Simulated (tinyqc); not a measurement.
# Resistive memory cell, filament-gap model with Joule heating: several studies

A tunnelling gap g separates the tip of a filament from the electrode. I = I0 exp(-g/g0) sinh(Vd/V0), with Vd = V - I Rs on the device; T = T0 + Rth Vd I at once; the gap closes as dg/dt = -nu exp(-q Ea/(kB T)) sinh(al q Vd/(kB T)). All constants are fitting values of a compact model.

Parameters, values chosen for the exercise:
- T0 = 358 K (ambient temperature)
- I0 = 1.1 mA (current scale)
- g0 = 0.23 nm (tunnelling length)
- V0 = 0.49 V (voltage scale)
- nu = 10 m/s (attempt velocity)
- Ea = 1.05 eV (activation energy)
- al = 0.4 (barrier lowering per volt on the device)
- Rth = 5.1e5 K/W (thermal resistance)
- Rs = 500 ohm (series resistance)
- gi = 1.6 nm (gap at the start)
- gf = 0.6 nm (gap that counts as set)
- V = 1.58 V (pulse voltage)

Constants: q = 1.602176634e-19 C, kB = 1.380649e-23 J/K. Results are converted to the units shown.

Each table varies one quantity; the others keep the values above.

## The course of a set pulse

For each gap Vd is solved self-consistently; the time to reach g is the integral of dg/|dg/dt| from g to gi.

The course of a set pulse:

| g (nm) | Vd (V) | I (uA) | T (K) | -dg/dt (nm/ns) | time (ns) |
|---|---|---|---|---|---|
| 1.46 | 1.568 | 23.59 | 376.9 | 1.112e-5 | 1.432e4 |
| 1.31 | 1.558 | 44.34 | 393.2 | 1.690e-5 | 2.553e4 |
| 1.17 | 1.541 | 78.67 | 419.8 | 3.105e-5 | 3.186e4 |
| 1.03 | 1.512 | 136.3 | 463.1 | 7.134e-5 | 3.497e4 |
| 0.89 | 1.466 | 228.1 | 528.5 | 1.897e-4 | 3.623e4 |
| 0.74 | 1.392 | 376.1 | 625.0 | 5.269e-4 | 3.672e4 |
| 0.6 | 1.296 | 567.6 | 733.2 | 0.001111 | 3.690e4 |

As the gap closes from 1.46 to 0.6 nm, the current rises from 23.6 to 568 uA, Vd falls from 1.57 to 1.30 V, T rises from 377 to 733 K and the rate rises from 1.11e-5 to 0.00111 nm/ns. Heating outruns the loss of voltage to Rs, so the set speeds up as it goes. The first row takes 39 % of the whole time.

## Effect of the series resistance on the set time

Same model as above.

The set time is the integral of dg/|dg/dt| from gf to gi, with Vd solved for each gap; the second column repeats it with Rth = 0.

Results:

| Rs (ohm) | set time (s) | without heating (s) | higher T of the two ends (K) | I at gf (uA) |
|---|---|---|---|---|
| 200 | 3.063e-5 | 2.977e-4 | 903.7 | 748.0 |
| 1000 | 5.450e-5 | 0.003475 | 608.1 | 424.4 |
| 2000 | 1.971e-4 | 0.02482 | 507.4 | 297.2 |
| 5000 | 0.01815 | 0.5914 | 421.3 | 170.2 |
| 10000 | 1.063 | 7.913 | 386.3 | 105.2 |

Estimate the missing row, Rs = 500 ohm.

Computed row:

| Rs (ohm) | set time (s) | without heating (s) | higher T of the two ends (K) | I at gf (uA) |
|---|---|---|---|---|
| 500 | 3.690e-5 | 8.344e-4 | 733.2 | 567.6 |

With this row back in the table: As Rs goes from 200 to 10000 ohm, the set time rises from 3.06e-5 to 1.06 s, a span of 4.5 decades; heating shortens it by a factor of 9.72 in the first row and 7.44 in the last. At Rs = 200 ohm T passes 900 K, where the filament itself would change.

## Effect of the ambient temperature on the set time

Same model as above.

Results:

| T0 (K) | set time (s) | without heating (s) | higher T of the two ends (K) | I at gf (uA) |
|---|---|---|---|---|
| 250 | 0.005604 | 0.8837 | 625.2 | 567.6 |
| 310 | 2.232e-4 | 0.009915 | 685.2 | 567.6 |
| 340 | 6.825e-5 | 0.001939 | 715.2 | 567.6 |
| 370 | 2.533e-5 | 4.986e-4 | 745.2 | 567.6 |
| 400 | 1.093e-5 | 1.583e-4 | 775.2 | 567.6 |
| 430 | 5.311e-6 | 5.927e-5 | 805.2 | 567.6 |

Estimate the missing row, T0 = 280 K.

Computed row:

| T0 (K) | set time (s) | without heating (s) | higher T of the two ends (K) | I at gf (uA) |
|---|---|---|---|---|
| 280 | 9.416e-4 | 0.07296 | 655.2 | 567.6 |

With this row back in the table: As T0 goes from 250 to 430 K, the set time falls from 0.00560 to 5.31e-6 s, a span of 3.0 decades; heating shortens it by a factor of 158 in the first row and 11.2 in the last.

Program tinyqc, `OMP_NUM_THREADS=1 python tinyqc.py 2880011 2880012 out.jsonl`; Intel Xeon 2.30GHz, shared host, one thread, about 0.05 s.
